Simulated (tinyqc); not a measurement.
Comparisons within one model: Landau levels of bilayer graphene. A value that a table varies takes the place of the one given here.

Four-band model without bias: with w = sqrt(2) hv/l, E_N^2 = [g1^2 + (2N - 1) w^2 - sqrt(g1^4 + 2 (2N - 1) g1^2 w^2 + w^4)]/2 for N >= 2, and E = 0 for N = 0, 1. The two-band limit is hbar wc sqrt(N (N - 1)) with hbar wc = w^2/g1. Each level is fourfold; of the eight zero-energy states half belong to the electrons.

In a field B along z: l = 1/sqrt((e/hbar) B) is the magnetic length, n_B = B/(h/e) the number of states per area in one level, hbar wc = 2 muB B/m for mass m in m0; 1/angstrom^2 = 1e16/cm^2.

The zero level takes 4 n_B electrons and each higher level 4 n_B. At zero temperature and without broadening EF sits in the partly filled level.

Constants: e/hbar = 1.519267448e-05 1/(T angstrom^2); h/e = 413566.7697 T angstrom^2; muB = 5.788381798e-05 eV/T.

Inputs chosen for the exercise (near those of bilayer graphene; shifted at random, so the results belong to these values and not to a real crystal):
```
symbol  value                                                unit         meaning
hv      6.44                                                 eV angstrom  hbar v
g1      0.4                                                  eV           interlayer hopping
Bs      (0.5, 1, 2, 4, 8, 12, 16)                            T            fields
n       13                                                   x 1e11/cm^2  electron sheet density
Bo      (2.27, 2.54, 2.89, 3.36, 4, 4.94, 6.46, 9.33, 16.8)  T            fields
B       13                                                   T            magnetic field
```

## The fan of levels

The four lowest levels against B, with their labels in order.

Levels (meV):
```
B (T)  first  second  third  fourth      order
0.500   0.00    2.21   3.82    5.38  0,1 2 3 4
1.00    0.00    4.40   7.57   10.63  0,1 2 3 4
2.00    0.00    8.71  14.87   20.74  0,1 2 3 4
4.00    0.00   17.05  28.76   39.67  0,1 2 3 4
8.00    0.00   32.78  54.22   73.60  0,1 2 3 4
12.0    0.00   47.45  77.30  103.72  0,1 2 3 4
16.0    0.00   61.25  98.56  131.07  0,1 2 3 4
```

What does this show?

The fourth level grows as B^0.98 over the first two rows and B^0.81 over the last two (1 for a parabolic band without a fixed offset such as a valley splitting, 1/2 for massless Dirac electrons). The order of the levels does not change. At the highest field level 2 lies at 61.2 meV, against 71.3 meV in the two-band limit.

## Oscillation of the Fermi level

Fixed density, zero temperature, no broadening. At B = 0, EF = sqrt(g1^2/4 + hv^2 pi n) - g1/2.

Filling:
```
B (T)     nu  partly filled level  EF (meV)  filled share
2.27   23.68                    6     35.93          0.92
2.54   21.17                    6     39.84          0.29
2.89   18.60                    5     37.23          0.65
3.36   16.00                    5     42.74          0.00
4.00   13.44                    4     39.67          0.36
4.94   10.88                    3     34.99          0.72
6.46    8.32                    3     44.73          0.08
9.33    5.76                    2     37.77          0.44
16.8    3.20                  0,1      0.00          0.80
```

EF at B = 0 = 38.62 meV

What can be read from the table?

EF runs between 0.0 and 44.7 meV around its zero-field value of 38.6 meV. It follows a level while that level empties and falls to the next one down when nu passes a filled shell; the partly filled level changes 5 times in this table.

## What each parameter does

The second and third levels from below, nu = n/n_B, and EF. Each row changes one parameter from the base and keeps the others.

Results:
```
case                   second level (meV)  third level (meV)    nu  EF (meV)
base                                50.98              82.77  4.14     50.98
B = 11 T                            43.87              71.72  4.89     43.87
hv = 7.73 eV angstrom               70.23             112.22  4.14     70.23
g1 = 0.34 eV                        57.67              92.31  4.14     57.67
n = 11 x 1e11/cm^2                  50.98              82.77  3.50      0.00
```

What does this show?

The largest shifts from the base row, up to three for each result and ties (the steps differ in size, so this ranks the rows, not the parameters). second level (meV): hv +19.26, B -7.11, g1 +6.69; unchanged at the printed digits by n. third level (meV): hv +29.45, B -11.05, g1 +9.54; unchanged at the printed digits by n. nu: B +0.75, n -0.64; unchanged at the printed digits by hv and g1. EF (meV): n -50.98, hv +19.26, B -7.11.

(tinyqc, `OMP_NUM_THREADS=1 python tinyqc.py 1282770 1282771 out.jsonl`, Intel(R) Xeon(R) Processor @ 2.30GHz, 1 thread, shared host, about 0.01 s.)
